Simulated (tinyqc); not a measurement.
Worked calculation: switching kinetics of a ferroelectric film and the memory window of a ferroelectric gate stack. Computed by tinyqc, a small Python program that keeps every step. Command: `OMP_NUM_THREADS=1 python tinyqc.py 3030623 3030624 out.jsonl feswitch walk`. One thread of a shared host (Intel(R) Xeon(R) Processor @ 2.30GHz), about 0.03 s of CPU time with the checks. Intermediate numbers are printed to about 6 digits and carried at full precision; extremes and crossings named in words are read from the listed rows.

Fields in MV/cm; 1 microcoulomb/cm^2 over eps_0 is 11.29409 MV/cm. In the stack (metal, ferroelectric, interlayer, channel) the channel is taken as a conductor.

Inputs (values chosen for the exercise, for a model hafnia-based film):

| quantity | value | unit |
|---|---|---|
| saturation polarisation P_s | 14 | microcoulomb/cm^2 |
| ratio P_r/P_s | 0.92 | - |
| coercive field E_c | 1.4 | MV/cm |
| permittivity of the ferroelectric eps_F | 30 | - |
| thickness t_F | 13 | nm |
| permittivity of the interlayer eps_I | 5.5 | - |
| interlayer thickness t_I | 1.4 | nm |
| share s of P screened by trapped charge | 0.79 | - |
| pulse height V | 5.2 | V |
| time constant t_inf | 2.9e-10 | s |
| activation field E_a | 7.7 | MV/cm |
| Merz exponent alpha | 1 | - |
| dimension n | 3 | - |
| half width w of log10 t | 1.1 | - |
| pulse length t_p | 2.7e-07 | s |
| breakdown field of the interlayer | 14 | MV/cm |

Kinetics: nucleation-limited (NLS).

## The hysteresis loop

Saturated branches: P(E) = P_s tanh[(E -/+ E_c)/(2 delta)], delta = E_c/ln[(1 + P_r/P_s)/(1 - P_r/P_s)]; D = P + eps_0 eps_F E.

delta = 0.440521 MV/cm

P on both branches (microcoulomb/cm^2) at E/E_c = -3, -2, -1, -0.5, 0, 0.5, 1, 1.5, 2, 3:

| E (MV/cm) | rising branch | falling branch |
|---|---|---|
| -4.2 | -13.9999 | -13.9515 |
| -2.8 | -13.9980 | -12.8800 |
| -1.4 | -13.9515 | 0.0000 |
| -0.7 | -13.7639 | 9.2534 |
| 0.0 | -12.8800 | 12.8800 |
| 0.7 | -9.2534 | 13.7639 |
| 1.4 | 0.0000 | 13.9515 |
| 2.1 | 9.2534 | 13.9901 |
| 2.8 | 12.8800 | 13.9980 |
| 4.2 | 13.9515 | 13.9999 |

peak differential permittivity eps_F + P_s/(2 delta eps_0) = 209.466

## Memory window

At threshold the channel charge is negligible, so D = 0 on each branch: (1 - s) P(E) + eps_0 eps_F E = 0, with the screened share s. The rising branch has the root E0 between 0 and E_c; window = 2 E0 t_F; its upper bound is 2 E_c t_F.

field E0 = 0.718380 MV/cm

memory window = 1.86779 V

bound 2 E_c t_F = 3.64 V

fixed-charge estimate 2 (1 - s) P_r t_F/(eps_0 eps_F) = 2.64752 V

Charge and coercive field both limit the window.

## Fields in the stack

Series stack: V = E_F t_F + E_I t_I and eps_I E_I = eps_F E_F + (1 - s) P/eps_0. Before switching P = -P_r, after it P = +P_s; in retention V = 0 and P = +P_r.

E_F before switching = 2.89663 MV/cm

E_F after switching = 2.11025 MV/cm

E_I after switching = 17.5477 MV/cm

depolarising field in retention = 0.376807 MV/cm

depolarising field over E_c = 0.269148

The interlayer field exceeds its breakdown field. Caution: the interlayer field exceeds its breakdown field, so charge injection would change the fields.

## Switched share after the pulse

Merz's law: t1 = t_inf exp[(E_a/E)^alpha] at the mean of the fields before and after switching. NLS: switched share = integral of [1 - exp(-(t/tau)^n)] F(z) dz over z = log10 tau, with the Lorentzian F = (1/pi) w/[(z - log10 t1)^2 + w^2].

mean field = 2.50344 MV/cm

switching time t1 = 6.28328e-09 s

switched share = 0.817484

t_p is 43 t1. A field higher by 10 % would shorten t1 by a factor 1.3. The step approximation 1/2 + arctan[log10(t_p/t1)/w]/pi gives 0.811.

## KAI against NLS in time

KAI: 1 - exp[-(t/t1)^n]. NLS: the same kernel averaged over the Lorentzian F = (1/pi) w/[(z - log10 t1)^2 + w^2] in z = log10 tau.

Switched share:

| log10(t/t1) | KAI | NLS |
|---|---|---|
| -3.0 | 0.00000 | 0.115208 |
| -2.0 | 0.00000 | 0.166924 |
| -1.0 | 0.00100 | 0.281564 |
| -0.5 | 0.03113 | 0.386984 |
| -0.2 | 0.22212 | 0.466822 |
| 0.0 | 0.63212 | 0.523071 |
| 0.2 | 0.98133 | 0.578109 |
| 0.5 | 1.00000 | 0.652422 |
| 1.0 | 1.00000 | 0.745439 |
| 2.0 | 1.00000 | 0.844610 |
| 3.0 | 1.00000 | 0.890620 |

KAI goes from 10 to 90 % within 0.45 decades of time; a Lorentzian of this width needs about 2 w tan(0.4 pi) = 6.8 decades. Three decades after t1, 10.9 % of the NLS film has not switched, and three decades before it 11.5 % already has: the tails set write margins and disturb errors.

## Interlayer thickness

Series stack: V = E_F t_F + E_I t_I and eps_I E_I = eps_F E_F + (1 - s) P/eps_0. E_I is for P = +P_s at the pulse height, the depolarising field for P = +P_r at V = 0; V needed puts E_F = 1.5 E_c after switching.

Stack against t_I:

| t_I (nm) | E_F after (MV/cm) | E_I (MV/cm) | depolarising field / E_c | V needed (V) |
|---|---|---|---|---|
| 0.3 | 3.42905 | 24.7411 | 0.081317 | 3.25475 |
| 0.5 | 3.11442 | 23.0250 | 0.126128 | 3.60459 |
| 0.8 | 2.71661 | 20.8551 | 0.182787 | 4.12934 |
| 1.2 | 2.28981 | 18.5271 | 0.243574 | 4.82901 |
| 1.6 | 1.94872 | 16.6666 | 0.292153 | 5.52868 |
| 2.0 | 1.66989 | 15.1457 | 0.331866 | 6.22835 |
| 3.0 | 1.15409 | 12.3323 | 0.405328 | 7.97753 |

Each nanometre of interlayer costs 1.75 V, against 0.21 V for a nanometre of ferroelectric. The depolarising field grows from 0.08 to 0.41 E_c. At E_F = 1.5 E_c the interlayer carries (1.5 eps_F E_c + (1 - s) P_s/eps_0)/eps_I = 17.5 MV/cm whatever its thickness, above its breakdown field of 14 MV/cm, so the voltages in the last column could not be applied without breakdown. Caution: rows with E_I above the breakdown field of the interlayer cannot be reached without charge injection. Caution: where E_F after switching is below E_c the switching stalls before P_s, and where the depolarising field exceeds E_c the state switches back, so those rows describe states that are not held.

Checks made by the program: the remanence (relative difference below 1e-10).
